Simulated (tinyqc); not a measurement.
# Worked calculation: elastic trap-assisted tunnelling through a dielectric

tinyqc, about 0.03 s, one thread, Intel Xeon 2.30GHz (shared host): `OMP_NUM_THREADS=1 python tinyqc.py 2370095 2370096 out.jsonl` Printed values are rounded.

Emitter at x = 0 (Fermi level 0), collector at x = t (Fermi level -V), band edge U(x) = phi - F x, F = V/t. A trap at x has the energy E = U(x) - Et. With G(u) = (4/(3 F)) sqrt(mo/C) max(u, 0)^1.5, C = hbar^2/(2 m0): S1 = G(phi - E) - G(Et), S2 = G(Et) - G(phi - V - E), T1,2 = exp(-S1,2). The steady rate through one trap is nu T1 T2 (f1 - f2)/(T1 + T2), f1 = f(E), f2 = f(E + V), f(y) = 1/(1 + exp(y/Vt)); both contacts offer states at E.

Values chosen for this exercise; dielectric values close to those of silicon dioxide:
- T = 350 K (temperature)
- phi = 3.11 eV (barrier above the emitter Fermi level)
- mo = 0.49 m0 (tunnelling mass)
- t = 4.6 nm (thickness)
- Et = 2.66 eV (trap depth below the band edge of the dielectric)
- Nt = 7.4e17 cm^-3 (trap density)
- nu = 1e13 1/s (attempt frequency)
- n = 11 (points of the grid)
- V = 1.71 V (voltage)
- xa = 1.58 nm (left end of the grid)
- xb = 2.61 nm (right end of the grid)

Constants: q = 1.602176634e-19 C, kB = 1.380649e-23 J/K, hbar = 1.054571817e-34 J s, m0 = 9.1093837015e-31 kg, Vt = kB T/q, hbar^2/(2 m0) = 0.0380998212 eV nm^2. Results are converted to the units shown.

Range of the model: Phonon-assisted (inelastic) capture, chains of traps and a spread of trap depths are left out.

## Rate through a trap near the best position

n equally spaced x from xa to xb, where nearly all of the current flows; J = q Nt times the integral of the rate, by Simpson's rule.

```
point    x (nm)      E (eV)        S1        S2    f1 - f2  rate (1/s)
0      1.580000  -0.1373478  19.46819  31.28467  0.9895833   0.2562643
1      1.683000  -0.1756370  20.80339  30.36301  0.9970511   0.6489350
2      1.786000  -0.2139261  22.14638  29.43007  0.9991697    1.652055
3      1.889000  -0.2522152  23.49714  28.48600  0.9997666    4.223154
4      1.992000  -0.2905043  24.85560  27.53093  0.9999344    10.33977
5      2.095000  -0.3287935  26.22174  26.56498  0.9999816    16.98666
6      2.198000  -0.3670826  27.59550  25.58827  0.9999948    9.134249
7      2.301000  -0.4053717  28.97685  24.60092  0.9999985    2.570904
8      2.404000  -0.4436609  30.36574  23.60305  0.9999996   0.6483723
9      2.507000  -0.4819500  31.76213  22.59476  0.9999999   0.1606330
10     2.610000  -0.5202391  33.16599  21.57616   1.000000  0.03946291
```

J = 5.788623e-8 A/cm^2

A converged quadrature gives 5.715e-8 A/cm^2; this grid is 1.3 % above that. The rate peaks at x = 2.09 nm; traps sink below the emitter Fermi level beyond x = 1.21 nm.

## The best-placed trap against direct tunnelling

xs = 2.09 nm

At x = xs: E, S1, S2 and the occupation (T1 f1 + T2 f2)/(T1 + T2). Direct tunnelling at E = 0 has S = (4/(3 F)) sqrt(mo/C) [phi^1.5 - max(phi - V, 0)^1.5].

E = -0.3269348 eV
S1 = 26.15524
S2 = 26.61212
occupation = 0.6122600
S of direct tunnelling = 49.23952

The harder of the two steps has S = 26.6, 54.0 % of the direct exponent: the trap splits one long tunnelling path into two short ones.
